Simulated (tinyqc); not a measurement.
Ewald sum of point charges, caesium chloride lattice, step by step. Computed by tinyqc, a small Python program that keeps every step. Command: `OMP_NUM_THREADS=1 python tinyqc.py 30475 30476 out.jsonl` (the two numbers bound the seeds that draw the settings). One thread of a shared host (Intel(R) Xeon(R) Processor @ 2.60GHz), about 0.03 s of CPU time with the checks.

## Ewald sum with eta = 0.28 1/bohr

cell vectors (rows) (bohr):
```
         1        2        3
1  11.3500   0.0000   0.0000
2   0.0000  11.3500   0.0000
3   0.0000   0.0000  11.3500
```

Charges:

| q | f1 | f2 | f3 |
|---|---|---|---|
| 2.0000 | 0.0000 | 0.0000 | 0.0000 |
| -2.0000 | 0.5000 | 0.5000 | 0.5000 |

Real space: 1/2 sum q_i q_j erfc(eta r)/r over all images with r > 0; reciprocal space: (2 pi/V) sum_(G != 0) exp(-G^2/4 eta^2)/G^2 |S(G)|^2 with S(G) = sum q exp(i G.r); self term -eta/sqrt(pi) sum q^2; background -pi Q^2/(2 V eta^2), Q the total charge.

Real-space shells (first ones):

| r (bohr) | pairs | sum (hartree) |
|---|---|---|
| 9.8294 | 16 | -3.23e-04 |
| 11.3500 | 12 | 1.48e-05 |
| 16.0513 | 24 | 6.19e-10 |
| 18.8218 | 48 | 0 |
| 19.6588 | 16 | 0 |

Reciprocal shells (first ones that count):

| G^2 (1/bohr^2) | vectors | sum (hartree) |
|---|---|---|
| 0.3065 | 6 | 0.5066 |
| 0.9194 | 8 | 0.0319 |
| 1.5323 | 24 | 0.0081 |
| 2.7581 | 30 | 1.13e-04 |
| 3.3710 | 24 | 1.05e-05 |
| 3.9839 | 24 | 1.26e-06 |
| 5.2098 | 48 | 3.86e-08 |
| 5.8227 | 24 | 2.45e-09 |
| 6.4356 | 48 | 6.27e-10 |

## The total does not depend on eta

The same sums for other eta.

Totals (hartree per cell):

| eta | real | reciprocal | self | background | total |
|---|---|---|---|---|---|
| 0.2800 | -3.09e-04 | 0.5468 | -1.2638 | 0.0000 | -0.717308 |
| 0.4080 | -4.59e-08 | 1.1242 | -1.8415 | 0.0000 | -0.717308 |
| 0.5340 | 0 | 1.6929 | -2.4102 | 0.0000 | -0.717308 |

shortest distance = 9.8294 bohr

Madelung constant -E d / (formula units |q+ q-|) = 1.7627
